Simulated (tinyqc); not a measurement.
# Worked calculation: signal and retention of a DRAM cell

tinyqc, about 0.01 s, one thread, Intel Xeon 2.30GHz (shared host): `OMP_NUM_THREADS=1 python tinyqc.py 2130071 2130072 out.jsonl` Printed values are rounded.

A stored one starts at Vd and leaks: Cs dV/dt = -I(V), I = a sqrt((V + Vb)/(Vd + Vb)) + b, with a = Ig exp[-(Eg1 q/kB)(1/T - 1/T0)] (generation in a depletion layer) and b = Is exp[-(Es q/kB)(1/T - 1/T0)]. The bit line is precharged to Vd/2, and charge sharing gives the signal (V - Vd/2) Cs/(Cs + Cb).

Values chosen for this exercise: array voltage Vd = 1 V; cell capacitance Cs = 16 fF; bit-line capacitance Cb = 81 fF; smallest signal that the sense amplifier resolves dm = 40 mV; built-in plus back-bias voltage of the storage junction Vb = 1.44 V; junction leakage at V = Vd and T0 Ig = 7.9 fA; voltage-independent leakage at T0 Is = 0.12 fA; activation energy of Is Es = 0.31 eV; reference temperature T0 = 358 K; temperature T = 358 K; deviation of ln(retention time) over the cells sg = 0.97; cells Nc = 8.59e9; refresh interval tr = 32 ms; activation energy of Ig Eg1 = 0.51 eV.

Constants: q = 1.602176634e-19 C, kB = 1.380649e-23 J/K. Results are converted to the units shown.

Range of the model: Real arrays also hold a tail of unusually leaky cells and cells whose retention varies in time, which this model lacks.

## Signal and margin

The cell fails below Vc = Vd/2 + dm (Cs + Cb)/Cs.

transfer ratio = 0.164948
signal of a fresh one = 82.4742 mV
Vc = 0.7425 V
charge that may be lost = 4.12 fC
the same in electrons = 25715.0

## Retention time

With s = sqrt((Vc + Vb)/(Vd + Vb)), the time from Vd to Vc is t = [2 Cs (Vd + Vb)/a] [1 - s - (b/a) ln((a + b)/(a s + b))].

a = 7.9 fA
b = 0.12 fA
retention time = 0.527813 s
estimate with the current held at a + b = 0.513716 s

The constant-current estimate is 2.7 % below the true time, since the junction leaks less as V falls.

## Failing cells

This time is the median of a log-normal spread: failing cells = Nc erfc(z/sqrt 2)/2, z = ln(t/tr)/sg. One failure is expected at the interval where that count equals 1.

z = 2.88970
failing cells = 1.65621e7
interval for one failure = 1.12854 ms

The weakest cell of the array lies about 6.34 deviations out, a factor of 468 below the median; the chosen interval is longer than that time.
